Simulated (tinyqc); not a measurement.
Optical gain and spontaneous emission in a bulk direct-gap semiconductor: one step. Occupations and gain at E. Three cases, with inputs chosen for the exercise.

Problem. Use mr and alpha from the table.

For band j the electron sits at Ee = (E - Eg) mr/me above its edge and the hole at Eh = (E - Eg) mr/mj; fe = 1/(1 + exp((Ee - Fc)/kT)), fh = 1/(1 + exp((Eh - Fv)/kT)); gain g = sum_j alpha_j (fe + fh - 1).

Case 1.

Values chosen (near those of GaAs; not measured data):
- E = 1.528 eV (photon energy)
- Eg = 1.426 eV (direct gap)
- me = 0.0656 m0 (electron mass)
- mhh = 0.506 m0 (heavy-hole mass)
- mlh = 0.0855 m0 (light-hole mass)

mr, J and alpha of each hole band:

| hole | mr (m0) | J (1/(eV angstrom^3)) | alpha (1/cm) |
|---|---|---|---|
| heavy | 0.0580714 | 3.04459e-05 | 5385.652 |
| light | 0.0371198 | 1.55594e-05 | 2752.348 |

Fc = 0.118371 eV
Fv = -0.024658 eV
kT = 0.02585200 eV

Case 2.

Values chosen (near those of InP; not measured data):
- E = 1.349 eV (photon energy)
- Eg = 1.325 eV (direct gap)
- me = 0.0815 m0 (electron mass)
- mhh = 0.595 m0 (heavy-hole mass)
- mlh = 0.0891 m0 (light-hole mass)

mr, J and alpha of each hole band:

| hole | mr (m0) | J (1/(eV angstrom^3)) | alpha (1/cm) |
|---|---|---|---|
| heavy | 0.0716814 | 2.02536e-05 | 3273.496 |
| light | 0.0425654 | 9.26778e-06 | 1497.911 |

Fc = 0.127967 eV
Fv = -0.040139 eV
kT = 0.03446933 eV

Case 3.

Values chosen (near those of InP; not measured data):
- E = 1.369 eV (photon energy)
- Eg = 1.313 eV (direct gap)
- me = 0.0765 m0 (electron mass)
- mhh = 0.578 m0 (heavy-hole mass)
- mlh = 0.0929 m0 (light-hole mass)

mr, J and alpha of each hole band:

| hole | mr (m0) | J (1/(eV angstrom^3)) | alpha (1/cm) |
|---|---|---|---|
| heavy | 0.0675584 | 2.83074e-05 | 4664.114 |
| light | 0.0419531 | 1.38524e-05 | 2282.419 |

Fc = 0.026658 eV
Fv = -0.053022 eV
kT = 0.02154333 eV

Give: Energies, occupations and gain of each hole band; total gain.

Solution.

Case 1.

Energies, occupations and gain of each hole band:

| hole | Ee (eV) | Eh (eV) | fe | fh | g (1/cm) |
|---|---|---|---|---|---|
| heavy | 0.0903 | 0.0117 | 0.748 | 0.197 | -299 |
| light | 0.0577 | 0.0443 | 0.913 | 0.065 | -62 |

total gain = -361 1/cm

E - Eg = 0.1020 eV is above Fc + Fv = 0.0937 eV, so both bands give loss (Bernard-Duraffourg).

Case 2.

Energies, occupations and gain of each hole band:

| hole | Ee (eV) | Eh (eV) | fe | fh | g (1/cm) |
|---|---|---|---|---|---|
| heavy | 0.0211 | 0.0029 | 0.957 | 0.223 | 589 |
| light | 0.0125 | 0.0115 | 0.966 | 0.183 | 223 |

total gain = 812 1/cm

E - Eg = 0.0240 eV is below Fc + Fv = 0.0878 eV, so both bands give gain (Bernard-Duraffourg).

Case 3.

Energies, occupations and gain of each hole band:

| hole | Ee (eV) | Eh (eV) | fe | fh | g (1/cm) |
|---|---|---|---|---|---|
| heavy | 0.0495 | 0.0065 | 0.258 | 0.059 | -3186 |
| light | 0.0307 | 0.0253 | 0.453 | 0.026 | -1190 |

total gain = -4376 1/cm

E - Eg = 0.0560 eV is above Fc + Fv = -0.0264 eV, so both bands give loss (Bernard-Duraffourg).

Computed by tinyqc, one run a case: `OMP_NUM_THREADS=1 python tinyqc.py N N+1 out.jsonl` with N = 1681012, 1681034, 1681081; one thread of a shared Intel(R) Xeon(R) Processor @ 2.30GHz, about 0.08 s a run at most.
